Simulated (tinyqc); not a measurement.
# Illuminated p-n diode, drift-diffusion by the Gummel loop with Scharfetter-Gummel fluxes: two studies

Abrupt junction at x = 0, p side from -Lp, n side to Ln, ohmic contacts. psi is counted from the intrinsic level; n = ni exp((psi - phin)/Vt), p = ni exp((phip - psi)/Vt). Contacts: p side psi = V - Vt ln(Na/ni), p = Na, n = ni^2/Na; n side psi = Vt ln(Nd/ni), n = Nd, p = ni^2/Nd. Constant mobilities, D = mu Vt, Boltzmann statistics, SRH recombination through a mid-gap level, U = (n p - ni^2)/(tp (n + ni) + tn (p + ni)). Current is positive from the p contact to the n contact.

Inputs (values chosen for the exercise); band and dielectric values close to those of cadmium telluride:
- T = 300 K (temperature)
- Eg = 1.49 eV (band gap)
- eps_r = 10.4 (relative permittivity)
- Nc = 7.84e17 cm^-3 (conduction-band density of states at T)
- Nv = 1.82e19 cm^-3 (valence-band density of states at T)
- Na = 2.3e17 cm^-3 (acceptor density of the p side)
- Nd = 1.2e16 cm^-3 (donor density of the n side)
- mun = 550 cm^2/(V s) (electron mobility)
- mup = 65 cm^2/(V s) (hole mobility)
- tn = 4e-8 s (SRH lifetime of electrons)
- tp = 2e-9 s (SRH lifetime of holes)
- Lp = 1.2 um (length of the p side)
- Ln = 2.6 um (length of the n side)
- G = 8e20 cm^-3 s^-1 (uniform generation rate)

Constants: q = 1.602176634e-19 C, kB = 1.380649e-23 J/K, Vt = kB T/q, eps0 = 8.8541878128e-14 F/cm where lengths are in cm. Results are converted to the units shown.

Each table varies one quantity; the others keep the values above.

## Current against voltage in the dark

ni = sqrt(Nc Nv) exp(-Eg/(2 Vt)), Eg in volts. Poisson and both continuity equations are solved self-consistently with Scharfetter-Gummel fluxes on a graded mesh of 500 nodes. J_scr is q times the integral of U between -xp and xn. Ideal diffusion current J_id = q ni^2 [Dn coth(wp/Le)/(Le Na) + Dp coth(wn/Lh)/(Lh Nd)] (exp(V/Vt) - 1), Le = sqrt(Dn tn), Lh = sqrt(Dp tp), wp = Lp - xp, wn = Ln - xn, with xp and xn from the depletion approximation (W = sqrt(2 eps0 eps_r (Vbi - V)(1/Na + 1/Nd)/q), xp = W Nd/(Na + Nd), xn = W Na/(Na + Nd), Vbi = Vt ln(Na Nd/ni^2)). Ideality factor = 0.004 V/(Vt ln[J(V + 0.004 V)/J(V)]). Here G = 0.

In this table G = 0 cm^-3 s^-1.

Current against voltage in the dark:

| V (V) | J (A/cm^2) | ideality factor | J_scr/J (%) | J_id (A/cm^2) | share recombining at the contacts (%) | larger minority/doping at -xp and xn |
|---|---|---|---|---|---|---|
| 0.25 | 2.54e-9 | 1.92 | 100 | 9.93e-15 | 8.09e-5 | 2.26e-16 |
| 0.37 | 2.84e-8 | 1.92 | 100 | 1.03e-12 | 7.48e-4 | 2.33e-14 |
| 0.48 | 2.61e-7 | 1.91 | 100 | 7.25e-11 | 0.00571 | 1.63e-12 |
| 0.59 | 2.44e-6 | 1.89 | 99.8 | 5.11e-9 | 0.0426 | 1.13e-10 |
| 0.7 | 2.40e-5 | 1.83 | 98.5 | 3.60e-7 | 0.304 | 7.88e-9 |
| 0.81 | 2.68e-4 | 1.66 | 90.6 | 2.54e-5 | 1.91 | 5.45e-7 |
| 0.93 | 0.00612 | 1.30 | 57.5 | 0.00263 | 8.59 | 5.45e-5 |
| 1.04 | 0.221 | 1.12 | 19.5 | 0.185 | 16.6 | 0.00358 |
| 1.15 | 7.81 | 1.37 | 2.82 | 13.0 | 34.1 | 0.176 |

Read the table: what changes, and by how much?

J rises from 2.54e-9 to 7.81 A/cm^2; the ideality factor moves up and down between 1.12 and 1.92. Recombination in the depleted layer carries over half of the current up to V = 0.93 V, where the factor is 1.30; it grows roughly as exp(V/2 Vt), so diffusion overtakes it. Where the factor is lowest (V = 1.04 V), J is 19 % above the ideal diffusion current. From V = 1.15 V on the minority density at an edge of the layer exceeds a tenth of the doping, and in the last row J is 40 % below the ideal value.

## Solar-cell figures against the acceptor density of the p side

Jsc = -J(0), collected share Jsc/(q G (Lp + Ln)), estimate q G [W + Le tanh(wp/2 Le) + Lh tanh(wn/2 Lh)] at V = 0 with Le = sqrt(Dn tn), Lh = sqrt(Dp tp), W, wp = Lp - xp and wn = Ln - xn from the depletion approximation; J(Voc) = 0; Vmp maximises -J V; FF = Pmax/(Jsc Voc).

Solar-cell figures against the acceptor density of the p side:

| Na (cm^-3) | Jsc (mA/cm^2) | collected share (%) | estimate of Jsc (mA/cm^2) | Voc (V) | Vmp (V) | FF | Pmax (mW/cm^2) |
|---|---|---|---|---|---|---|---|
| 2.3e17 | 19.1 | 39.2 | 19.3 | 0.963 | 0.848 | 0.762 | 14.0 |
| 4.4e17 | 19.1 | 39.2 | 19.3 | 0.965 | 0.849 | 0.762 | 14.0 |
| 8.3e17 | 19.1 | 39.3 | 19.3 | 0.965 | 0.849 | 0.762 | 14.1 |
| 1.6e18 | 19.1 | 39.3 | 19.4 | 0.966 | 0.849 | 0.762 | 14.1 |
| 3e18 | 19.2 | 39.3 | 19.4 | 0.966 | 0.850 | 0.762 | 14.1 |

What does the comparison show?

As Na rises from 2.3e17 to 3e18, the collected share stays near 39.3 %, Voc stays near 0.965 V and FF stays near 0.762. The estimate of Jsc is within 1.2 % in all rows.

Numbers from tinyqc (`OMP_NUM_THREADS=1 python tinyqc.py 2240090 2240091 out.jsonl`; about 0.8 s on one thread of a shared Intel Xeon 2.30GHz).
